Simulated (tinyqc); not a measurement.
Spin coating of a resist or spin-on film: centrifugal thinning, evaporation and the final thickness (Emslie and Meyerhofer models). From one set of inputs to another, one input at a time. Computed by tinyqc, a small Python program. Command: `OMP_NUM_THREADS=1 python tinyqc.py 3110362 3110363 out.jsonl spincoat ladder`. One thread of a shared host (Intel(R) Xeon(R) Processor @ 2.30GHz), about 0.3 s of CPU time with the checks.

A Newtonian film stays uniform over the wafer; solvent and solids have the same density and the concentration is uniform through the thickness.

The inputs printed are set A. Inputs not listed in the table keep their values of set A, so the rows need not describe a real material.

Inputs (values chosen for the exercise, of the order of those of a polymer resist in an ester solvent):

| quantity | value | unit |
|---|---|---|
| solids volume fraction c0 | 0.23 | - |
| kinematic viscosity of the solvent nu_s | 2.3 | mm^2/s |
| viscosity constant k | 1300 | mm^2/s |
| viscosity exponent gamma | 2.3 | - |
| spin speed f | 3000 | rpm |
| evaporation rate at 1000 rpm e0 | 0.44 | micrometre/s |
| starting thickness h0 | 700 | micrometre |
| wafer radius R | 50 | mm |
| shrinkage in the bake | 0.026 | % |

Method:
- omega = 2 pi f/60; nu(c) = nu_s + k c^gamma; evaporation rate e = e0 sqrt(f/1000 rpm).
- Flow constant K = 2 omega^2/(3 nu(c0)); Reynolds number of the air omega R^2/nu_air with nu_air = 15 mm^2/s.
- Meyerhofer estimate: flow rules until (1 - c0) K h^3 = e, then evaporation alone: h_w = (e/((1 - c0) K))^(1/3), dry film c0 h_w.
- Full model for solids s and liquid l per area, h = s + l, c = s/h: ds/dt = -c Q, dl/dt = -(1 - c) Q - e, Q = 2 omega^2 h^3/(3 nu(c)); integrated adaptively (relative tolerance 1e-9) until l = 0.
- Dry film = s at l = 0, before the bake; film after the bake = s x (1 - shrinkage).

Each row keeps all changes above it:

| input moved | from | to | dry film (nm) | dry film, estimate (nm) | wet thickness h_w (micrometre) |
|---|---|---|---|---|---|
| set A | - | - | 2251.9 | 2042.4 | 8.880 |
| solids volume fraction c0 | 0.23 | 0.27 | 2979.2 | 2745.8 | 10.170 |
| viscosity constant k (mm^2/s) | 1300 | 2200 | 3538.4 | 3256.5 | 12.061 |
| evaporation rate at 1000 rpm e0 (micrometre/s) | 0.44 | 0.11 | 2229.0 | 2051.5 | 7.598 |
| starting thickness h0 (micrometre) | 700 | 1000 | 2229.0 | 2051.5 | 7.598 |
| spin speed f (rpm) | 3000 | 2000 | 2730.0 | 2512.5 | 9.306 |
| kinematic viscosity of the solvent nu_s (mm^2/s) | 2.3 | 2.1 | 2728.9 | 2511.0 | 9.300 |

Which inputs carry the difference?

dry film goes from 2250 to 2730, a factor 1.21 in all. The largest single move comes from evaporation rate at 1000 rpm e0 (a factor 0.630), but it runs against the net change; the largest move in the direction of the net change is solids volume fraction c0 (a factor 1.32). dry film, estimate goes from 2040 to 2510, a factor 1.23 in all. The largest single move comes from evaporation rate at 1000 rpm e0 (a factor 0.630), but it runs against the net change; the largest move in the direction of the net change is solids volume fraction c0 (a factor 1.34). wet thickness h_w goes from 8.88 to 9.30, a factor 1.05 in all. The largest single move comes from evaporation rate at 1000 rpm e0 (a factor 0.630), but it runs against the net change; the largest move in the direction of the net change is spin speed f (a factor 1.22). The single moves hold for this order of the switches; the total does not depend on the order.

Extremes, crossings and ranges named in words are read from the listed rows.
